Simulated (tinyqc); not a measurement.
Temperature: carrier statistics of a doped semiconductor with parabolic bands.

Eg(T) = Eg0 - al T^2/(T + be); m_de = Mv^(2/3) (ml mt^2)^(1/3); m_dh = (mhh^(3/2) + mlh^(3/2))^(2/3); Nc and Nv from N = 2 (m kB T/(4 pi c))^(3/2) with c = hbar^2/2m0, in 1/angstrom^3; times 1e24 for 1/cm^3.

Energies are counted from Ev, so Ec = Eg. n = Nc F_1/2((EF - Eg)/kT), p = Nv F_1/2(-EF/kT), ND+ = ND/(1 + 2 exp((EF - Eg + ED)/kT)), NA- = NA/(1 + 4 exp((EA - EF)/kT)); neutrality asks p + ND+ = n + NA-. F_j(eta) = (1/Gamma(j + 1)) integral_0^infinity x^j dx/(1 + exp(x - eta)), which tends to exp(eta) for eta << 0.

Constants: hbar^2/2m0 = 3.80998211 eV angstrom^2; kB = 8.617333262e-05 eV/K.

Values chosen for the exercise (near those of SiC; shifted at random, so the results belong to these values and not to a real crystal):
- Eg0 = 3.224 eV (gap at 0 K)
- al = 0.000637 eV/K (Varshni alpha)
- be = 1317 K (Varshni beta)
- ml = 0.314 m0 (longitudinal electron mass)
- mt = 0.42 m0 (transverse electron mass)
- Mv = 3 (equivalent valleys)
- mhh = 1.04 m0 (heavy-hole mass)
- mlh = 0.431 m0 (light-hole mass)
- ND = 1.1e+12 1/cm^3 (donors)
- NA = 4.5e+14 1/cm^3 (acceptors)
- ED = 0.063 eV (donor level below Ec)
- EA = 0.21 eV (acceptor level above Ev)

Neutrality solved at each temperature; ni = sqrt(Nc Nv) exp(-Eg/2kT).

Carriers (1/cm^3):
```
T (K)  EF (eV)         n         p  majority / |ND - NA|        ni  Eg (eV)
30      0.1980    <1e-99  5.73e-16              1.28e-30    <1e-99   3.2236
50      0.1901    <1e-99     0.159              3.55e-16    <1e-99   3.2228
77      0.1793    <1e-99  8.05e+06              1.79e-08  1.21e-87   3.2213
120     0.1677    <1e-99  7.73e+11               0.00172  1.68e-49   3.2176
200     0.2105  2.96e-57  9.10e+13                 0.203  5.19e-22   3.2072
300     0.2940  4.19e-30  3.88e+14                 0.865  4.03e-08   3.1885
450     0.4592  2.32e-11  4.46e+14                 0.994       102   3.1510
600     0.6343    0.0895  4.48e+14                 0.999  6.34e+06   3.1044
800     0.8754  2.02e+06  4.49e+14                  1.00  3.01e+10   3.0314
1000    1.1231  6.76e+10  4.49e+14                  1.00  5.51e+12   2.9491
```

Ionisation is incomplete: the majority density is below 90 % of the net doping at 30, 50, 77, 120, 200 and 300 K, down to a share of 1.3e-30. It is within 10 % of the net doping at 450, 600, 800 and 1000 K. The majority density never exceeds the net doping by 10 %; ni is 5.51e+12 1/cm^3 at 1000 K against a net doping of 4.49e+14. EF goes from 0.198 eV to 1.123 eV, where midgap is 1.475 eV and the intrinsic level (Boltzmann) 1.502 eV.

Run: tinyqc, `OMP_NUM_THREADS=1 python tinyqc.py 1680590 1680591 out.jsonl`; Intel(R) Xeon(R) Processor @ 2.30GHz, one thread, shared host; about 0.01 s of CPU time with all checks.
